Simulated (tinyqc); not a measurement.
Kink density above f_c: Frenkel-Kontorova chain: a misfit dislocation (kink) in a monolayer on a periodic substrate. Computed by tinyqc, a small Python program. Command: `OMP_NUM_THREADS=1 python tinyqc.py 3000188 3000189 out.jsonl fkchain walk`. One thread of a shared host (Intel(R) Xeon(R) Processor @ 2.30GHz), about 0.02 s of CPU time with the checks.

E = sum_j [(k/2)(x_(j+1) - x_j - b)^2 + (W/2)(1 - cos(2 pi x_j/a))], x_j = a (j + u_j). A kink takes u from 0 to 1: the chain is stretched by one period and has one atom fewer than wells.

Inputs (values chosen for the exercise, for a model overlayer):
```
quantity              value           unit
spring constant k      6.88  eV/angstrom^2
substrate period a     3.67       angstrom
corrugation W          10.3             eV
misfit f = (b - a)/a   0.42              -
atomic mass M          52.5              u
```

Constants: nu for 1 eV/(angstrom^2 u) = 15.6333042 THz.

Method. l0 = sqrt(k a^2/(2 W)); kink u(j) = (2/pi) arctan exp(pi j/l0); kink energy at f = 0: E0 = (4/pi) W l0; with misfit E0 - k a^2 f; kinks become favourable at f_c = 2/(pi l0), and a coherent chain with free ends loses stability at f_m = 1/l0. Lowest vibration of the flat chain: nu0 = 15.6333042 THz x sqrt(2 pi^2 W/(a^2 M)). Frank and van der Merwe: the modulus q solves f = 2 E(q)/(pi l0 q), and the kinks per atom are pi/(2 l0 q K(q)), with the complete elliptic integrals K and E; strain left = f - density (for f above f_c = 2/(pi l0)).

critical misfit f_c = 0.300160

kink width l0 = 2.12093

Continuum ground state:
```
f             q  kinks per atom  strain left
0.3017  0.99897         0.16543      0.13627
0.3062  0.99525         0.19991      0.10629
0.3152  0.98666         0.23339      0.08181
0.3302  0.97071         0.26872      0.06148
0.3602  0.93621         0.31909      0.04111
0.4202  0.86550         0.39710      0.02310
0.5103  0.76731         0.49815      0.01215
0.6604  0.63527         0.65495      0.00545
```

0.51 % above f_c the density is already 0.55 of f: kinks repel only exponentially, so they flood in, as 1/|ln(f - f_c)|. At 2.2 f_c they take up 99.2 % of the misfit and the layer floats nearly free. Caution: a corrugation above 1 eV is larger than real overlayers usually show; it is chosen to keep the kink narrow. Caution: for l0 below about 3 the kink spans few atoms, and the continuum kink energy is off by about 2 per cent or more.
